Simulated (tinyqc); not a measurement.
# AlGaN/GaN HEMT with access regions, lumped model: what changes with what

A polarisation-induced electron sheet under a Schottky gate, in series with two ungated access regions and contacts. Drift law v = mu E/(1 + mu E/vs) under the gate. Currents in mA/mm, resistances in ohm mm. No self-heating, no channel-length modulation; fits for polarisation, barrier and offset are chosen for the exercise.

Parameters, values chosen for the exercise; values close to those of AlGaN/GaN structures:
- x = 0.35 (aluminium share of the barrier)
- d = 25 nm (barrier thickness)
- eps_r = 9.4 (relative permittivity of barrier and channel)
- mu = 1800 cm^2/(V s) (channel mobility)
- vs = 1.2e7 cm/s (saturation velocity)
- Lg = 0.25 um (gate length)
- Ls = 0.5 um (source access length)
- Ld = 16 um (drain access length)
- Rc = 0.34 ohm mm (resistance of each contact)
- ft = 0.48 (share of the drain-access electrons removed by traps)
- Vg = 1 V (gate voltage)

Constants: q = 1.602176634e-19 C, eps0 = 8.8541878128e-14 F/cm where lengths are in cm. Results are converted to the units shown.

Each table varies one quantity; the others keep the values above.

## Effect of the share of the drain-access electrons removed by traps

sigma = (5e13 x + 1.6e13 x^2) cm^-2, phiB = 0.84 + 1.3 x, dEc = 0.7 (1.71 x + x^2) in volts, Cb = eps0 eps_r/d, VT = phiB - dEc - q sigma/Cb, access density n0 = -Cb VT/q. Access resistance R(L, n) = L/(q mu n sqrt(1 - (I/(q n vs))^2)); Rs = Rc + R(Ls, n0), Rd = Rc + R(Ld, (1 - ft) n0). Vg' = Vg - I Rs, Vd' = Vd - I (Rs + Rd); with u = Vg' - VT, Vc = vs Lg/mu and w the smaller of Vd' and Vc [sqrt(1 + 2 u/Vc) - 1] (0 if negative), the channel gives (mu Cb/Lg)(u w - w^2/2)/(1 + w/Vc). I equals that channel current. Isat is I at Vd = 10 V, gm = dIsat/dVg, Ron the limit of Vd/I at small Vd.

The same in every row: VT (V) = -8.575; n0 (cm^-2) = 1.782e13.

Effect of the share of the drain-access electrons removed by traps:
```
ft   Ron (ohm mm)  Isat (mA/mm)  gm (mS/mm)
0           3.935          2069       11.07
0.1         4.281          1892       6.629
0.2         4.713          1706       3.994
0.3         5.269          1514       2.391
0.4         6.010          1314       1.402
0.5         7.048          1109      0.7908
0.6         8.605         897.5      0.4168
0.7         11.20         680.8      0.1954
```

As ft goes from 0 to 0.7, Ron rises from 3.93 to 11.2 ohm mm, Isat falls from 2070 to 681 mA/mm and gm falls from 11.1 to 0.195 mS/mm. The ceiling Cb vs is 400 mS/mm. In every row the power passes 5 W/mm, where self-heating, left out here, lowers the current. In every row the gated channel is not yet saturated at 10 V, because the access regions take the voltage, and gm drops.

## Effect of the source access length

Same model as above.

The same in every row: VT (V) = -8.575; n0 (cm^-2) = 1.782e13.

Effect of the source access length:
```
Ls (um)  Ron (ohm mm)  Isat (mA/mm)  gm (mS/mm)
0.1             6.731          1157      0.8694
0.3             6.770          1154      0.8800
0.6             6.828          1149      0.8959
1               6.906          1142      0.9173
1.5             7.003          1134      0.9443
2.5             7.198          1117      0.9987
4               7.490          1092       1.082
```

As Ls goes from 0.1 to 4 um, Ron rises from 6.73 to 7.49 ohm mm, Isat falls from 1160 to 1090 mA/mm and gm rises from 0.869 to 1.08 mS/mm. The ceiling Cb vs is 400 mS/mm. In every row the power passes 5 W/mm, where self-heating, left out here, lowers the current. In every row the gated channel is not yet saturated at 10 V, because the access regions take the voltage, and gm drops.

## Effect of the gate voltage

Same model as above.

The same in every row: VT (V) = -8.575; n0 (cm^-2) = 1.782e13.

Effect of the gate voltage:
```
Vg (V)  Ron (ohm mm)  Isat (mA/mm)  gm (mS/mm)
-8.2           7.878         54.78       204.4
-6.8           7.000         405.7       273.3
-5.4           6.897         801.0       289.1
-4             6.856          1124       35.15
-2.7           6.836          1142       5.900
-1.3           6.823          1147       2.303
0.1            6.813          1149       1.226
1.5            6.807          1151      0.7608
```

What does the table show?

As Vg goes from -8.2 to 1.5 V, Ron falls from 7.88 to 6.81 ohm mm, Isat rises from 54.8 to 1150 mA/mm and gm goes from 204 through a maximum of 289 (at Vg = -5.4 V among the rows listed) to 0.761 mS/mm. The ceiling Cb vs is 400 mS/mm. For Vg = -5.4 to 1.5 V the power passes 5 W/mm, where self-heating, left out here, lowers the current. For Vg = -4 to 1.5 V the gated channel is not yet saturated at 10 V, because the access regions take the voltage, and gm drops. At Vg = 1.5 V Vg comes within 0.2 V of phiB or passes it, so at low drain current, as for Ron, the Schottky gate would conduct.

Numbers from tinyqc (`OMP_NUM_THREADS=1 python tinyqc.py 2570110 2570111 out.jsonl`; about 0.03 s on one thread of a shared Intel Xeon 2.30GHz).
